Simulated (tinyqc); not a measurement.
Length of a molecular wire: coherent transport through a tight-binding bridge. Computed by the program tinyqc. T = Gamma_L Gamma_R |G_1n|^2 with the self-energies of semi-infinite chains.

A uniform bridge between two chains:
```
parameter                        value
site energy (eV)              1.910000
hopping in the bridge (eV)    0.500000
lead hopping (eV)             2.440000
couplings (eV)              0.67, 0.48
E (eV)                        0.160000
```

Transmission against length:
```
sites           T      ln T
2      2.1317e-03   -6.1508
3      2.0975e-04   -8.4696
5      2.0351e-06  -13.1050
6      2.0048e-07  -15.4226
7      1.9748e-08  -17.7402
8      1.9454e-09  -20.0578
9      1.9163e-10  -22.3754
10     1.8877e-11  -24.6931
```

Estimate the missing row, sites = 4.

Computed row:
```
sites           T      ln T
4      2.0660e-05  -10.7873
```

E lies outside the band of the bridge (|E - e|/2h = 1.750 > 1), so T decays as exp(-beta n) with beta = 2 arccosh(1.750) = 2.3176 a site; the last two rows give 2.3176.
